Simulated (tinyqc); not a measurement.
# Inputs raised by 2 %, one at a time

Model: ballistic transport through the one-dimensional subbands of a rectangular nanowire or nanosheet channel. Computed by tinyqc, a small Python program. Command: `OMP_NUM_THREADS=1 python tinyqc.py 3008629 3008630 out.jsonl wire sens`. One thread of a shared host (Intel(R) Xeon(R) Processor @ 2.30GHz), about 0.07 s of CPU time with the checks.

Hard walls, parabolic subbands, transport along x. Energies are counted from the bulk conduction band edge at the top of the barrier, which the gate pulls down by U; the source Fermi level lies at the bulk edge when U = 0.

Inputs (values chosen for the exercise, modelled on silicon):

| quantity | value | unit |
|---|---|---|
| light mass m_t | 0.18 | m_0 |
| heavy mass m_l | 0.919 | m_0 |
| height a | 4.8 | nm |
| width b | 7.8 | nm |
| equivalent oxide thickness t | 0.87 | nm |
| gate voltage above flat band V_G | 0.63 | V |
| drain voltage V_D | 0.4 | V |
| temperature T | 300 | K |
| mean free path for back-scattering lambda | 58 | nm |
| channel length L | 8.9 | nm |

Valleys: silicon [100] wire.

Constants: hbar^2/(2 m_0) = 3.80998212 eV angstrom^2; k_B = 8.617333262e-05 eV/K; m_0 = 9.1093837015e-31 kg; k_B = 1.380649e-23 J/K; hbar = 1.054571817e-34 J s; eps_0 = 8.8541878128e-12 F/m; e = 1.602176634e-19 C; h = 6.62607015e-34 J s.

Method:
- E_pq = (hbar^2 pi^2/2)(p^2/(m_y b^2) + q^2/(m_z a^2)); valley pairs: (m_x, m_y, m_z) = (m_t, m_t, m_l), (m_t, m_l, m_t), (m_l, m_t, m_t), each with degeneracy g = 2; the 10 lowest subbands are kept.
- F_j(eta) = (1/Gamma(j + 1)) int_0^infinity x^j/(1 + exp(x - eta)) dx, F_0 = ln(1 + exp(eta)). Integrals over x = E/(k_B T) use 160 Gauss-Legendre points in u = sqrt(x) from 0 to sqrt(max(eta, 0) + 32).
- With degeneracy g = 2, eta_i = (U - E_i)/(k_B T) and u = e V_D/(k_B T): line density n = sum_i g sqrt(2 m_x k_B T/pi)/(2 hbar) [F_-1/2(eta_i) + F_-1/2(eta_i - u)]; gate: e n = C_ox (V_G - U/e), C_ox = 3.9 eps_0 2 (a + b)/t (flat-plate estimate); I = (2 e k_B T/h) sum_i g [F_0(eta_i) - F_0(eta_i - u)].
- Linear conductance G = (2 e^2/h) sum_i g f(eta_i), g = 2, f = 1/(1 + exp(-eta_i)), with the barrier frozen at the eta_i above; current per perimeter I/(2(a + b)); with scattering, transmission lambda/(lambda + L) and low-bias resistance (1 + L/lambda)/G.

Runs:

| input moved | from | to | line density n (1/nm) | mean velocity I/(e n) (1e7 cm/s) | ballistic conductance (microsiemens) | current per perimeter (microampere/micrometre) |
|---|---|---|---|---|---|---|
| base run | - | - | 2.814 | 1.730 | 1099 | 3096 |
| light mass m_t (m_0) | 0.18 | 0.1836 | 2.827 | 1.711 | 1098 | 3076 |
| height a (nm) | 4.8 | 4.896 | 2.848 | 1.730 | 1110 | 3110 |
| equivalent oxide thickness t (nm) | 0.87 | 0.8874 | 2.768 | 1.722 | 1088 | 3031 |
| gate voltage above flat band V_G (V) | 0.63 | 0.6426 | 2.880 | 1.742 | 1116 | 3190 |
| drain voltage V_D (V) | 0.4 | 0.408 | 2.814 | 1.730 | 1099 | 3096 |
| temperature T (K) | 300 | 306 | 2.815 | 1.736 | 1097 | 3107 |

Exponents ln(y'/y) / ln(x'/x):

| input | line density n | mean velocity I/(e n) | ballistic conductance | current per perimeter |
|---|---|---|---|---|
| light mass m_t | 0.234 | -0.565 | -0.085 | -0.331 |
| height a | 0.607 | 0.002 | 0.500 | 0.226 |
| equivalent oxide thickness t | -0.832 | -0.246 | -0.543 | -1.078 |
| gate voltage above flat band V_G | 1.159 | 0.350 | 0.753 | 1.509 |
| drain voltage V_D | 0.000 | 0.000 | 0.000 | 0.000 |
| temperature T | 0.006 | 0.169 | -0.102 | 0.175 |

Which inputs matter most for each result?

Among the inputs moved here: line density n answers most in size to gate voltage above flat band V_G (exponent +1.159), next to equivalent oxide thickness t (-0.832); its exponent is below 0.0005 for drain voltage V_D. mean velocity I/(e n) answers most in size to light mass m_t (exponent -0.565), next to gate voltage above flat band V_G (+0.350); its exponent is below 0.0005 for drain voltage V_D. ballistic conductance answers most in size to gate voltage above flat band V_G (exponent +0.753), next to equivalent oxide thickness t (-0.543); its exponent is below 0.0005 for drain voltage V_D. current per perimeter answers most in size to gate voltage above flat band V_G (exponent +1.509), next to equivalent oxide thickness t (-1.078); its exponent is below 0.0005 for drain voltage V_D.

Caution (all rows): the tenth subband is still occupied, so the truncation to ten understates charge and current.
